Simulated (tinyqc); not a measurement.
Length of a polyene: Hueckel, PPP and singles CI along the polyenes. Computed by the program tinyqc. Hueckel uses the same beta without repulsion; CIS keeps all single excitations and so misses the low, doubly excited 2Ag state. W is the valence ionisation energy of a centre, MN the Mataga-Nishimoto formula, f the oscillator strength.

All-trans chains of carbon centres 1.40 angstrom apart:
```
parameter                               value
beta (eV), times 1 +/- alternation  -2.280000
alternation                                 0
W (eV)                              11.160000
gamma_rr (eV)                        9.680000
repulsion formula                          MN
```

Gaps and excitations (eV):
```
centres  Hueckel gap  PPP orbital gap  bright singlet (CIS)       f  lowest triplet (CIS)
2             4.5600           9.5468                6.9066  0.5921                2.2134
4             2.8182           7.2140                4.8528  1.0389                1.2626
6             2.0294           6.0231                3.8476  1.5012                0.8284
10            1.2979           4.7933                2.8316  2.3835                0.4347
12            1.0993           4.4317                2.5331  2.7919                0.3319
```

Estimate the missing row, centres = 8.

Computed row:
```
centres  Hueckel gap  PPP orbital gap  bright singlet (CIS)       f  lowest triplet (CIS)
8             1.5837           5.2914                3.2420  1.9524                0.5865
```

The Hueckel gap tends to 4 x alternation x |beta| = 0.00 eV for long chains (zero without alternation, falling as 1/N). Exchange opens the PPP orbital gap, and the attraction of electron and hole brings the bright state 1.90 eV below it at 12 centres; the triplet lies 2.20 eV lower still.
